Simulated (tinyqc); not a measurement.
Two-junction solar cell, detailed-balance limit: one step of the calculation.

The top cell takes all photons above E1, the bottom cell those between E2 and E1. Each cell follows J = Jsc - J0 (exp(V/Vt) - 1) with J0 = q ge Phi(gap, T)/ERE; light emitted by one cell and absorbed by the other is left out. In series both carry one current; wired apart (four terminals) each works at its own maximum power point. Efficiencies are counted against Pin = fs X sigma Ts^4.

Problem. Photocurrents and dark currents. Photon flux above E from a black body at temperature T into a hemisphere: Phi(E, T) = A sum_k exp(-k E/th)[E^2 th/k + 2 E th^2/k^2 + 2 th^3/k^3], k = 1, 2, ..., with th = kB T/q in eV and A = 2 pi q^3/(h^3 c^2). J1 = q fs X Phi(E1, Ts), J2 = q fs X [Phi(E2, Ts) - Phi(E1, Ts)], J01 and J02 as above; sigma = 2 pi^5 kB^4/(15 h^3 c^2).

Values chosen for this exercise:

| symbol | value | unit | meaning |
|---|---|---|---|
| T | 298 | K | cell temperature |
| Ts | 5800 | K | temperature of the black-body sun |
| fs | 2.16e-5 |  | share of the hemisphere filled by the sun |
| X | 500 |  | concentration |
| ERE | 1 |  | external radiative efficiency |
| ge | 1 |  | number of faces that emit |
| E2 | 1.09 | eV | gap of the bottom cell |
| E1 | 1.58 | eV | gap of the top cell |

Constants: q = 1.602176634e-19 C, kB = 1.380649e-23 J/K, h = 6.62607015e-34 J s, c = 299792458 m/s. Results are converted to the units shown.

Find: J1; J2; J01; J02; Pin.

Solution.

J1 = 1.684e4 mA/cm^2
J2 = 1.106e4 mA/cm^2
J01 = 1.994e-21 mA/cm^2
J02 = 1.864e-13 mA/cm^2
Pin = 6.930e4 mW/cm^2

The bottom cell limits the series current; the other has 52 % more.

tinyqc, about 0.01 s, one thread, Intel Xeon 2.30GHz (shared host): `OMP_NUM_THREADS=1 python tinyqc.py 2820031 2820032 out.jsonl`
